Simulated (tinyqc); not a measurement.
Raising U: Hubbard chain of 4 sites, mean field against exact. Computed by the program tinyqc. Collinear unrestricted mean field (the lowest of 40 random starts) against exact diagonalisation.

one-body matrix (hopping and site energies) (eV):
```
         1        2        3        4
1  -0.1600  -1.8500   0.0000   0.0000
2  -1.8500  -0.1500  -1.8500   0.0000
3   0.0000  -1.8500   0.3100  -1.8500
4   0.0000   0.0000  -1.8500  -0.0800
```

electrons, up and down: 2  1

Exact and mean-field results (eV):

| U | U/t | E exact | E mean field | mean \|n_up - n_down\| | double occupancy, exact | first gap in the sector |
|---|---|---|---|---|---|---|
| 0.930 | 0.503 | -6.73501 | -6.71247 | 0.250 | 0.109 | 1.765 |
| 1.850 | 1.000 | -6.35805 | -6.27121 | 0.250 | 0.096 | 1.703 |
| 3.700 | 2.000 | -5.73990 | -5.42706 | 0.274 | 0.072 | 1.512 |
| 5.550 | 3.000 | -5.27738 | -4.70227 | 0.396 | 0.054 | 1.310 |
| 7.400 | 4.000 | -4.93147 | -4.16667 | 0.508 | 0.040 | 1.134 |
| 11.100 | 6.000 | -4.46745 | -3.53076 | 0.606 | 0.024 | 0.870 |
| 14.800 | 8.000 | -4.18087 | -3.28352 | 0.729 | 0.016 | 0.696 |
| 37.000 | 20.000 | -3.57039 | -2.99298 | 0.747 | 2.99e-03 | 0.304 |

Estimate the missing row, U = 22.2.

Computed row:
```
U          U/t   E exact  E mean field  mean |n_up - n_down|  double occupancy, exact  first gap in the sector
22.200  12.000  -3.85579      -3.12066                 0.741                    0.008                    0.490
```

In absolute terms mean field is worst at U/t = 6.0, 0.937 eV too high: at small U it is nearly exact, and at large U it still misses the motion of the hole through a fluctuating spin background. Relative to the exact energy its error is 0.3 % at the smallest U, 21 % at most and 16 % at the largest. The double occupancy falls from 0.109 to 0.003.
